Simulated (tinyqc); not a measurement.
Grain growth, pinning, strength and diffusional creep of a polycrystal or thin film: one step, computed by the program tinyqc.

One mean grain size d describes the structure.

Problem. Grain size after the anneal. dd/dt = 2 M gamma (1/d - 1/d_lim) integrates to 2 M gamma t = d_lim (d0 - d) + d_lim^2 ln[(d_lim - d0)/(d_lim - d)]; without pinning d^2 = d0^2 + 4 M gamma t.

Inputs (values chosen for the exercise, for a model solid):

| quantity | value | unit |
|---|---|---|
| boundary energy gamma | 0.52 | J/m^2 |
| anneal temperature T | 766 | K |
| anneal time t | 1500 | s |
| initial grain size d0 | 65 | nm |

mobility M = 2.863888e-18 m^4/(J s)

limit d_lim = 7092.199 nm

Give: size without pinning; grain size d.

Solution.

size without pinning = 114.7 nm

grain size d = 114.2 nm

Pinning holds d to 100 % of the free value.
